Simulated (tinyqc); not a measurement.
# Screening length from the swing

Inverse problem. In a simple model of a Schottky-barrier transistor a barrier thinner than d = 2.1 nm is transparent, so the effective barrier is pn - psi (1 - exp(-d/lam)) and the swing beyond flat band is Vt ln 10/(1 - exp(-d/lam)). Find the thermionic swing, lam, and the effective barrier at psi = 0.2 V.

Inputs (values chosen for the exercise):
```
symbol  value  unit                                 meaning
T         300     K                             temperature
pn       0.34    eV  barrier for electrons at both contacts
```

Constants: q = 1.602176634e-19 C, kB = 1.380649e-23 J/K, Vt = kB T/q. Results are converted to the units shown.

swing in the tunnelling range = 110.11704 mV/decade

Solution. The ratio of the two swings is 1 - exp(-d/lam).

Vt ln 10 = 59.5 mV/decade
lam = 2.70 nm
effective barrier = 0.232 eV

tinyqc, about 0.07 s, one thread, Intel Xeon 2.30GHz (shared host): `OMP_NUM_THREADS=1 python tinyqc.py 2390139 2390140 out.jsonl`
